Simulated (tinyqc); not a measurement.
Junction parameters from two forward currents.

Inverse problem. D(v) = J1 (exp(v/Vt) - 1) + J2 (exp(v/(2 Vt)) - 1). Find J1, J2 and the voltage 2 Vt ln(J2/J1) near which both parts are equal.

Parameters, values chosen for the exercise:
```
symbol,value,unit,meaning
T,358,K,temperature
```

Constants: q = 1.602176634e-19 C, kB = 1.380649e-23 J/K, Vt = kB T/q. Results are converted to the units shown.

junction voltages (V): 0.26  0.63
currents (uA/um): 1.8718122e-6  0.0017965184

Solution. The current is linear in J1 and J2, so two points give two equations.

J1 = 1.40e-12 uA/um
J2 = 2.80e-8 uA/um
crossover = 0.611 V

Program tinyqc, `OMP_NUM_THREADS=1 python tinyqc.py 2182259 2182260 out.jsonl`; Intel Xeon 2.30GHz, shared host, one thread, about 0.2 s.
